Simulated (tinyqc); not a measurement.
Comparisons within one model: band edges of strained Si(1-x)Ge(x) on relaxed Si(1-y)Ge(y). A value that a table varies takes the place of the one given here.

Values are linear in the Ge fraction but for ED(x) = linear - CD x (1 - x) and a(x) = linear - Ca x (1 - x). Energies are on the common scale of Ev.

Coherent growth on a (111) face: e_par = (a(y) - a(x))/a(x), e_perp = -(2 C11 + 4 C12 - 4 C44)/(C11 + 2 C12 + 4 C44) e_par; exx = eyy = ezz = (2 e_par + e_perp)/3 and exy = eyz = ezx = (e_perp - e_par)/3.

A valley with unit axis u lies at Ev + gap + (av + a_valley) tr(e) + Xu (u.e.u - tr(e)/3); the Delta axes are x, y, z and the L axes [111], [1-1-1], [-11-1], [-1-11]. The second-order shift of the Delta valleys under shear is left out; it lowers the pair normal to the sheared plane by tens of meV at a shear of 1 %.

Valence edges: Ev plus the levels of the 6 x 6 matrix of X, Y, Z times spin with -Dso/3 + l exx + m (eyy + ezz) on the diagonal (cyclic), n exy off it, l = av + 2 b, m = av - b, n = sqrt(3) d. Spin-orbit term (Dso/3) L.sigma on X, Y, Z with (L_k)_ij = -i epsilon_kij: <X+|H|Y+> = -i Dso/3, <X+|H|Z-> = Dso/3, <Y+|H|Z-> = -i Dso/3, <Z+|H|X-> = -Dso/3, <Z+|H|Y-> = i Dso/3, <X-|H|Y-> = i Dso/3, and their conjugates; + and - are the spin along z.

Coherent growth: e_par = (a(y) - a(x))/a(x). (001): e_perp = -2 (C12/C11) e_par; exx = eyy = e_par, ezz = e_perp, no shear. (111): e_perp = -(2 C11 + 4 C12 - 4 C44)/(C11 + 2 C12 + 4 C44) e_par; exx = eyy = ezz = (2 e_par + e_perp)/3 and exy = eyz = ezx = (e_perp - e_par)/3. (110): e_perp = -(C11 + 3 C12 - 2 C44)/(C11 + C12 + 2 C44) e_par; exx = eyy = (e_par + e_perp)/2, ezz = e_par, exy = (e_perp - e_par)/2, eyz = ezx = 0.

Inputs chosen for the exercise (end members near Si and Ge, in this order; not measured data):
- a = (5.435, 5.661) angstrom (lattice constant)
- Dso = (0.044, 0.288) eV (spin-orbit splitting)
- av = (2.45, 1.24) eV (valence hydrostatic potential)
- b = (-2.09, -2.54) eV (tetragonal shear potential)
- d = (-4.75, -5.24) eV (trigonal shear potential)
- C11 = (167, 128.6) GPa
- C12 = (64.5, 47.8) GPa
- C44 = (79.3, 67.2) GPa
- Ev = (0, 0.72) eV (top of the unstrained valence band)
- ED = (1.169, 0.914) eV (gap to the Delta valleys)
- EL = (2.028, 0.744) eV (gap to the L valleys)
- aD = (1.78, 1.19) eV (hydrostatic potential of the Delta gap)
- aL = (-3, -2.76) eV (hydrostatic potential of the L gap)
- XuD = (9.28, 9.51) eV (uniaxial potential, Delta)
- XuL = (15.59, 15.36) eV (uniaxial potential, L)
- CD = 0.198 eV (bowing of the Delta gap)
- Ca = 0.024 angstrom (bowing of the lattice constant)
- face = 111 (growth face)
- y = 0 (Ge fraction of the relaxed buffer)
- x = 0.41 (Ge fraction of the layer)

## Composition of the layer

The buffer is kept. dEc = Ec(buffer) - Ec(layer), dEv = Ev(layer) - Ev(buffer); buffer edges Ev(y) and Ev(y) + min(ED, EL). The digit behind Delta or L counts whole valleys.

Results:

| x | e_par (%) | lowest valleys | gap (eV) | next valleys above (meV) | valence splitting (meV) | dEc (eV) | dEv (eV) |
|---|---|---|---|---|---|---|---|
| 0.08 | -0.30 | Delta6 | 1.114 | 798 | 19 | -0.004 | 0.059 |
| 0.16 | -0.60 | Delta6 | 1.062 | 735 | 33 | -0.011 | 0.118 |
| 0.24 | -0.91 | Delta6 | 1.012 | 669 | 45 | -0.021 | 0.179 |
| 0.31 | -1.18 | Delta6 | 0.970 | 608 | 55 | -0.034 | 0.232 |
| 0.39 | -1.49 | Delta6 | 0.925 | 537 | 66 | -0.051 | 0.295 |
| 0.47 | -1.81 | Delta6 | 0.883 | 463 | 77 | -0.072 | 0.358 |
| 0.55 | -2.13 | Delta6 | 0.843 | 386 | 88 | -0.097 | 0.422 |

How do the results move?

The gap is 1.114 eV in the first row and 0.843 eV in the last. The lowest valleys are Delta6 throughout. Per 0.1 of x the valence offset moves by +77 meV on average; the conduction offset lies between -97 and -4 meV. Electrons and holes sit on opposite sides in every row (type II). Offsets below about 30 meV are within the spread of parameter sets, so those rows do not settle the type. Strains above 2 % can be kept only in layers of a few nanometres.

## Composition of the buffer

The layer is kept. dEc = Ec(buffer) - Ec(layer), dEv = Ev(layer) - Ev(buffer); buffer edges Ev(y) and Ev(y) + min(ED, EL). The digit behind Delta or L counts whole valleys.

Results:

| y | e_par (%) | lowest valleys | gap (eV) | next valleys above (meV) | valence splitting (meV) | dEc (eV) | dEv (eV) |
|---|---|---|---|---|---|---|---|
| 0.00 | -1.57 | Delta6 | 0.915 | 519 | 69 | -0.056 | 0.310 |
| 0.14 | -1.05 | Delta6 | 0.948 | 508 | 57 | -0.043 | 0.205 |
| 0.27 | -0.55 | Delta6 | 0.981 | 497 | 37 | -0.026 | 0.106 |
| 0.55 | 0.57 | Delta6 | 1.001 | 361 | 52 | 0.032 | -0.054 |
| 0.69 | 1.16 | Delta6 | 0.977 | 234 | 115 | 0.072 | -0.098 |
| 0.82 | 1.72 | Delta6 | 0.950 | 112 | 178 | 0.114 | -0.134 |
| 0.96 | 2.34 | L1 | 0.896 | 22 | 250 | 0.068 | -0.169 |

What does this show, and why?

The gap is 0.915 eV in the first row and 0.896 eV in the last, with its largest listed value, 1.001 eV, at y = 0.55: it peaks near the match y = x, since strain of either sign narrows it. The lowest valleys change: Delta6 to L1 between y = 0.82 and 0.96. Per 0.1 of y the valence offset moves by -50 meV on average; the conduction offset lies between -56 and +114 meV, not monotonically. Electrons and holes sit on opposite sides in every row (type II). Offsets below about 30 meV are within the spread of parameter sets, so those rows do not settle the type. Strains above 2 % can be kept only in layers of a few nanometres.

## The same layer on three faces

dEc = Ec(buffer) - Ec(layer), dEv = Ev(layer) - Ev(buffer); buffer edges Ev(y) and Ev(y) + min(ED, EL). The digit behind Delta or L counts whole valleys.

Results:

| face | e_par (%) | lowest valleys | gap (eV) | next valleys above (meV) | valence splitting (meV) | dEc (eV) | dEv (eV) | Delta spread (meV) | L spread (meV) |
|---|---|---|---|---|---|---|---|---|---|
| (001) | -1.57 | Delta4 | 0.837 | 260 | 69 | 0.012 | 0.320 | 260 | 0 |
| (111) | -1.57 | Delta6 | 0.915 | 519 | 69 | -0.056 | 0.310 | 0 | 307 |
| (110) | -1.57 | Delta2 | 0.842 | 110 | 72 | 0.013 | 0.314 | 110 | 242 |

What can be read from the table?

On (001) only the Delta valleys split (260 meV), on (111) only the L valleys (307 meV), on (110) both (110 and 242 meV). The lowest valleys are Delta4 on (001), Delta6 on (111) and Delta2 on (110); the smallest gap is 0.837 eV on (001) and the largest 0.915 eV on (111).

## What each parameter does

dEc = Ec(buffer) - Ec(layer), dEv = Ev(layer) - Ev(buffer); buffer edges Ev(y) and Ev(y) + min(ED, EL). Each row changes one parameter from the base and keeps the others.

Results:

| case | gap (eV) | valence splitting (meV) | dEc (eV) | dEv (eV) |
|---|---|---|---|---|
| base | 0.9145 | 69.0 | -0.0559 | 0.3103 |
| x = 0.44 | 0.8986 | 73.1 | -0.0637 | 0.3341 |
| y = 0.03 | 0.9217 | 67.0 | -0.0538 | 0.2877 |
| CD = 0.248 eV | 0.9024 | 69.0 | -0.0438 | 0.3103 |
| Ev = (0, 0.828) eV | 0.9145 | 69.0 | -0.1001 | 0.3546 |
| XuD = (10.672, 10.936) eV | 0.9145 | 69.0 | -0.0559 | 0.3103 |
| aL = (-3.45, -3.174) eV | 0.9145 | 69.0 | -0.0559 | 0.3103 |
| b = (-2.403, -2.921) eV | 0.9145 | 69.0 | -0.0559 | 0.3103 |
| d = (-5.462, -6.026) eV | 0.9050 | 72.4 | -0.0559 | 0.3199 |

What does this show?

The largest shifts from the base row, up to three for each result and ties (the steps differ in size, so this ranks the rows, not the parameters). gap (eV): x -0.0159, CD -0.0121, d -0.0096; unchanged at the printed digits by Ev, XuD, aL and b. valence splitting (meV): x +4.2, d +3.5, y -1.9; unchanged at the printed digits by CD, Ev, XuD, aL and b. dEc (eV): Ev -0.0443, CD +0.0121, x -0.0078; unchanged at the printed digits by XuD, aL, b and d. dEv (eV): Ev +0.0443, x +0.0237, y -0.0227; unchanged at the printed digits by CD, XuD, aL and b. The lowest valleys of the layer are Delta6, so among the conduction-band potentials only those of that family reach the gap and dEc; the buffer is unstrained. A shift large enough to swap the lowest family would change that.

(tinyqc, `OMP_NUM_THREADS=1 python tinyqc.py 1050238 1050239 out.jsonl`, Intel(R) Xeon(R) Processor @ 2.30GHz, 1 thread, shared host, about 0.01 s.)
